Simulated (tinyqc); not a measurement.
Inside a calculation. Method: CCSD on RHF in the sto-6g basis, for H6, spin multiplicity 1. One step of it, computed by the program tinyqc.

Question. Iteration 1: diagonalisation and new density. Diagonalise F' = X^T F X, C = X C', fill 3 alpha and 3 beta electrons from the bottom; D = 2 C_occ C_occ^T. Each column has its largest component positive (the first on a tie).

Fock matrix F (hartree):
```
           1H 1s      2H 1s      3H 1s      4H 1s      5H 1s      6H 1s
1H 1s  -0.284963  -0.515329  -0.133733  -0.012619  -0.006312  -0.009160
2H 1s  -0.515329  -0.340525  -0.279104  -0.099333  -0.011869  -0.006309
3H 1s  -0.133733  -0.279104  -0.207678  -0.443975  -0.099172  -0.012602
4H 1s  -0.012619  -0.099333  -0.443975  -0.207527  -0.278727  -0.133543
5H 1s  -0.006312  -0.011869  -0.099172  -0.278727  -0.340397  -0.515339
6H 1s  -0.009160  -0.006309  -0.012602  -0.133543  -0.515339  -0.284960
```

X:
```
               1          2          3          4          5         6
1H 1s   0.504853  -0.756513   0.632638  -0.418942  -0.376951  0.203738
2H 1s  -0.786085   0.873603  -0.438404  -0.236895  -0.389440  0.279984
3H 1s   1.064774  -0.255721  -0.622885   0.429052  -0.108700  0.353003
4H 1s  -1.063912  -0.256911   0.623068   0.429347   0.108837  0.352844
5H 1s   0.784185   0.874835   0.438212  -0.236625   0.390012  0.279536
6H 1s  -0.503675  -0.757583  -0.632292  -0.418497   0.377496  0.203400
```

Give: F' = X^T F X; orbital energies; coefficients C; D after iteration 1.

Answer.

F' = X^T F X (hartree):
```
        1       2       3       4       5       6
1   1.137   0.000  -0.080   0.000  -0.024   0.000
2   0.000   0.645   0.000   0.032   0.000  -0.014
3  -0.080   0.000   0.396   0.000  -0.011   0.000
4   0.000   0.032   0.000  -0.331   0.000   0.062
5  -0.024   0.000  -0.011   0.000  -0.522   0.000
6   0.000  -0.014   0.000   0.062   0.000  -0.552
```

orbital energies (hartree): MO1 -0.569, MO2 -0.523, MO3 -0.315, MO4 0.387, MO5 0.646, MO6 1.146

coefficients C:
```
         MO1     MO2     MO3     MO4     MO5     MO6
1H 1s  0.290  -0.361  -0.332   0.688  -0.772   0.440
2H 1s  0.347  -0.406  -0.182  -0.513   0.863  -0.730
3H 1s  0.228  -0.101   0.512  -0.505  -0.246   1.126
4H 1s  0.227   0.101   0.512   0.506  -0.246  -1.125
5H 1s  0.346   0.407  -0.182   0.513   0.864   0.728
6H 1s  0.289   0.362  -0.331  -0.687  -0.772  -0.439
```

D after iteration 1:
```
        1H 1s   2H 1s   3H 1s   4H 1s   5H 1s   6H 1s
1H 1s   0.649   0.616  -0.135  -0.281   0.027   0.126
2H 1s   0.616   0.637   0.053  -0.111  -0.025   0.027
3H 1s  -0.135   0.053   0.648   0.607  -0.111  -0.281
4H 1s  -0.281  -0.111   0.607   0.648   0.053  -0.135
5H 1s   0.027  -0.025  -0.111   0.053   0.637   0.616
6H 1s   0.126   0.027  -0.281  -0.135   0.616   0.649
```
